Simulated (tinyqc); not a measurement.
# Energy and delay of logic against supply voltage: effects of single changes

One expression serves below and above threshold: I(Vg) = Ik [ln(1 + exp((Vg - VT + dd V)/(al nf Vt)))]^al, with I_on = I(V) and I_off = I(0). Gate delay td = kd C V/I_on, clock period LD td. Per gate and cycle the switching energy is act C V^2 and the leakage energy I_off V LD td. No short-circuit current, no variation. Minima are sought above 0.09 V; below a few Vt gates no longer switch and the model has no meaning.

Values chosen for this exercise; values of the order met in logic technologies:

| symbol | value | unit | meaning |
|---|---|---|---|
| T | 300 | K | temperature |
| VT | 0.39 | V | threshold voltage at zero drain bias |
| nf | 1.08 |  | slope factor |
| dd | 0.08 |  | barrier lowering per volt of supply |
| Ik | 1.9 | uA | specific current of a gate |
| al | 1.89 |  | exponent of the current law |
| C | 1.1 | fF | load capacitance of a gate |
| kd | 1.1 |  | delay factor |
| LD | 20 |  | logic depth |
| act | 0.3 |  | activity factor |

Constants: q = 1.602176634e-19 C, kB = 1.380649e-23 J/K, Vt = kB T/q. Results are converted to the units shown.

Each table varies one quantity; the others keep the values above.

## Energy and delay against supply voltage

EDP = energy times td.

Energy and delay against supply voltage:
```
V (V)	I_on (uA)	I_off (nA)	td (ps)	switching (aJ)	leakage (aJ)	energy (aJ)	EDP (fJ ps)
0.15	5.3311e-4	0.0025043	3.4045e5	7.4250	2.5578	9.9828	3398.7
0.27	0.048790	0.0035315	6696.1	24.057	0.12770	24.185	161.94
0.38	1.5734	0.0048392	292.24	47.652	0.010748	47.663	13.929
0.5	14.206	0.0068235	42.588	82.500	0.0029060	82.503	3.5137
0.62	44.482	0.0096212	16.865	126.85	0.0020121	126.85	2.1394
0.73	86.719	0.013182	10.186	175.86	0.0019604	175.86	1.7912
0.85	147.65	0.018585	6.9657	238.43	0.0022008	238.43	1.6608
0.97	223.57	0.026201	5.2499	310.50	0.0026685	310.50	1.6301
1.08	306.00	0.035892	4.2706	384.91	0.0033109	384.92	1.6438
1.2	409.66	0.050590	3.5444	475.20	0.0043034	475.20	1.6843
```

What does the table show?

td falls from 3.40e5 to 3.54 ps; the energy rises from 9.98 to 475 aJ and the EDP goes from 3400 through a minimum of 1.63 (at V = 0.97 V among the rows listed) to 1.68 fJ ps. The exact minima lie at V = 0.126 V for the energy and 0.976 V for the EDP. Going from 1.2 V to the energy minimum saves a factor of 50.1 in energy and costs a factor of 2.00e5 in delay.

## Optimum supplies against the slope factor

Same model as above.

V_min minimises the energy and V_EDP the product of energy and td.

Optimum supplies against the slope factor:
```
nf	V_min (V)	energy at V_min (aJ)	leakage share (%)	clock at V_min (MHz)	V_EDP (V)	clock at V_EDP (GHz)
1	0.1171	8.118	44.26	0.02496	0.9760	11.15
1.1	0.1288	9.841	44.39	0.08897	0.9760	9.313
1.2	0.1404	11.75	44.58	0.2536	0.9760	7.901
1.3	0.1521	13.84	44.87	0.6081	0.9760	6.792
1.4	0.1637	16.15	45.26	1.272	0.9759	5.904
1.5	0.1752	18.68	45.77	2.383	0.9760	5.182
```

What does the table show?

As nf goes from 1 to 1.5, V_min rises from 0.117 to 0.175 V, the energy there rises from 8.12 to 18.7 aJ, the clock there rises from 0.0250 to 2.38 MHz and V_EDP stays near 0.976 V.

Computed by the program tinyqc: `OMP_NUM_THREADS=1 python tinyqc.py 2082088 2082089 out.jsonl`, one thread of a shared Intel Xeon 2.30GHz, about 0.01 s for the whole run.
